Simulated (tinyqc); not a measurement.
Frequency dispersion of an accumulation capacitance by border traps, distributed model: one step of the calculation.

Traps spread evenly through the insulator exchange electrons with the semiconductor by tunnelling, with tau(x) = t0 exp(2 ka x) at depth x from the interface. The admittance per area Y seen at depth x obeys dY/dx = -Y^2/(i w eps0 eox) + q Nb ln(1 + i w tau)/tau, with Y(0) = i w Cs and w = 2 pi f; the gate sees Y(tox) = G + i w C. Working variable y = Y/(i w), in uF/cm^2. Cox = eps0 eox/tox.

Question. Midpoint steps through the active depth. In terms of y: dy/dx = -y^2/(eps0 eox) + s(x), s = q Nb ln(1 + z)/z, z = i w tau. 8 midpoint steps of h = xe/8: y_half = y + (h/2) y'(x, y), y(new) = y + h y'(x + h/2, y_half).

Parameters, values chosen for the exercise; permittivity close to that of silicon dioxide:
- eox = 3.78 (relative permittivity of the insulator)
- Cs = 7.4 uF/cm^2 (semiconductor capacitance in accumulation)
- Nb = 1.8e19 cm^-3 eV^-1 (density of border traps)
- ka = 6.2 1/nm (decay constant of the wave function in the insulator)
- t0 = 3e-9 s (time constant of a trap at the interface)
- f = 10000 Hz (frequency)
- xe = 1.1 nm (depth down to which the steps are taken)

Constants: q = 1.602176634e-19 C, eps0 = 8.8541878128e-14 F/cm where lengths are in cm. Results are converted to the units shown.

Find: x; s; y.

Answer.

x, point 0 to 8 (nm): [0, 0.13750, 0.27500, 0.41250, 0.55000, 0.68750, 0.82500, 0.96250, 1.1000]
s, point 0 to 8 (uF/(cm^2 nm)): [0.28839-0.00003i, 0.28839-0.00015i, 0.28839-0.00082i, 0.28830-0.00452i, 0.28558-0.02453i, 0.23065-0.09762i, 0.07625-0.09225i, 0.01541-0.03370i, 0.00285-0.00923i]
y, point 0 to 8 (uF/cm^2): [7.4000+0.0000i, 5.8117+0.0000i, 4.7669+0.0000i, 4.0399-0.0003i, 3.5096-0.0016i, 3.1063-0.0082i, 2.7755-0.0208i, 2.4978-0.0235i, 2.2678-0.0215i]

Program tinyqc, `OMP_NUM_THREADS=1 python tinyqc.py 2202048 2202049 out.jsonl`; Intel Xeon 2.30GHz, shared host, one thread, about 0.5 s.
